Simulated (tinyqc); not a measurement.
Nucleation and growth of vacancy voids in a cooling silicon-like crystal: one step, computed by the program tinyqc.

Spherical voids; vacancies are lost only to voids.

Problem. Nucleation rate at T with the initial excess. C_e = C_m exp[-(E_f/k_B)(1/T - 1/T_m)]; D = D0 exp(-E_m/(k_B T)); f = k_B T ln(C/C_e); r* = 2 gamma/(rho f); W* = 16 pi gamma^3/(3 rho^2 f^2); Z = f/sqrt(12 pi W* k_B T); I = rho Z (4 pi r* D C) exp(-W*/(k_B T)).

Inputs (values chosen for the exercise, for a model crystal):

| quantity | value | unit |
|---|---|---|
| vacancy density at the melting point C_m | 5.2e+14 | 1/cm^3 |
| formation energy E_f | 3.84 | eV |
| melting point T_m | 1685 | K |
| diffusion prefactor D0 | 0.0008 | cm^2/s |
| migration energy E_m | 0.49 | eV |
| site density rho | 5e+22 | 1/cm^3 |
| void surface energy gamma | 0.909 | J/m^2 |
| temperature of the worked step T | 1410 | K |

initial excess C = 1.00e+14 1/cm^3

Constants: k_B = 8.617333262e-05 eV/K; k_B = 1.380649e-23 J/K; e = 1.602176634e-19 C.

Give: C_e; D; driving force f; critical radius r*; W*/(k_B T); rate I.

Solution.

C_e = 2.992e+12 1/cm^3

D = 1.418e-05 cm^2/s

driving force f = 0.4264 eV

critical radius r* = 0.5322 nm

W*/(k_B T) = 55.41

rate I = 3.148 1/(cm^3 s)

Cooling by 10 K multiplies I by 240: nucleation switches on within a narrow range of temperature.
